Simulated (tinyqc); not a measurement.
Inside a calculation. Method: plane-wave Kohn-Sham cycle with exchange-only LDA in a layered model solid. One step of it, computed by the program tinyqc.

Task: Iteration 1: levels at that k. Diagonalise the Hermitian matrix.

H (hartree), lower triangle:
```
           -2         -1         +0         +1        +2
-2   0.472386
-1  -0.315000  -0.008237
+0  -0.025000  -0.315000  -0.168445
+1   0.000000  -0.025000  -0.315000  -0.008237
+2   0.000000   0.000000  -0.025000  -0.315000  0.472386
```

Give: eigenvalues.

Result:

eigenvalues (hartree): -0.6039  -0.1442  0.2100  0.6333  0.6646
